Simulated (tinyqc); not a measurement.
Electromigration in a confined line: Blech product, Korhonen stress evolution and Black's law. Changing the line length L. Computed by tinyqc, a small Python program. Command: `OMP_NUM_THREADS=1 python tinyqc.py 3015648 3015649 out.jsonl emigr sweep`. One thread of a shared host (Intel(R) Xeon(R) Processor @ 2.30GHz), about 0.01 s of CPU time with the checks.

The electron wind pushes atoms from the cathode (x = 0) to the anode (x = L); blocking ends build a back stress (tension positive). The input rho is taken not to change with temperature. d sigma/dt = d/dx [kappa (d sigma/dx + G)], with zero flux at both ends and sigma = sigma_0 at t = 0.

Inputs (values chosen for the exercise, close to those used for cobalt lines):

| quantity | value | unit |
|---|---|---|
| resistivity rho | 11.9 | micro-ohm cm |
| atomic volume Omega | 11.1 | angstrom^3 |
| effective charge number Z* | 2.9 | - |
| prefactor D0 | 1.4e-06 | m^2/s |
| activation energy E | 1.32 | eV |
| effective modulus B | 53 | GPa |
| critical stress sigma_c | 390 | MPa |
| initial stress sigma_0 | 89 | MPa |
| current density j | 0.61 | MA/cm^2 |
| test temperature T | 260 | C |

Start: thermal stress.

Constants: e = 1.602176634e-19 C; k_B = 8.617333262e-05 eV/K; k_B = 1.380649e-23 J/K.

Method:
- G = Z* e rho j/Omega; D = D0 exp(-E/(k_B T)); kappa = D B Omega/(k_B T); drift velocity of an unconfined line v = D Z* e rho j/(k_B T). SI: 1 micro-ohm cm = 1e-8 ohm m, 1 MA/cm^2 = 1e10 A/m^2.
- Temperatures in kelvin are T(C) + 273.15.
- At steady state sigma(x) = sigma_0 + G (L/2 - x). A void forms only if the cathode stress reaches sigma_c, that is if j L exceeds (j L)_c = 2 Omega (sigma_c - sigma_0)/(Z* e rho). Time scale tau = L^2/kappa.
- sigma(x, t) = sigma_0 + G L [1/2 - x/L - 4 sum_(m odd) cos(m pi x/L) exp(-m^2 pi^2 s)/(m pi)^2], s = t/tau, summed to m = 399.
- Solve sigma(0, t) = sigma_c for s; the semi-infinite estimate is t = (pi/kappa) ((sigma_c - sigma_0)/(2 G))^2.

One run for each value:

| line length L (um) | nucleation time (h) | semi-infinite estimate (h) | j L (A/cm) | steady cathode stress (MPa) |
|---|---|---|---|---|
| 32 | 584.67 | 574.83 | 1952 | 575.2 |
| 50 | 574.87 | 574.83 | 3050 | 848.6 |
| 80 | 574.83 | 574.83 | 4880 | 1304.4 |
| 130 | 574.83 | 574.83 | 7930 | 2064.0 |
| 200 | 574.83 | 574.83 | 12200 | 3127.5 |
| 320 | 574.83 | 574.83 | 19520 | 4950.6 |
| 500 | 574.83 | 574.83 | 30500 | 7685.3 |

Describe and explain the trends.

Over the rows, nucleation time (h) falls from 585 to 575, flat over part of the range. The exponent of nucleation time stays between -0.04 and 0.00, near 0: the far end is not felt. The ratio of nucleation time to semi-infinite estimate falls from 1.02 to 1.00: short lines feel the back stress, and the time diverges as j L approaches the critical product. Lines below it form no void. Left out: 8.00, 13.0, 20.0 (a listed quantity is not defined there).

Caution (all rows): a steady stress above sigma_c is formal, since a void forms first.
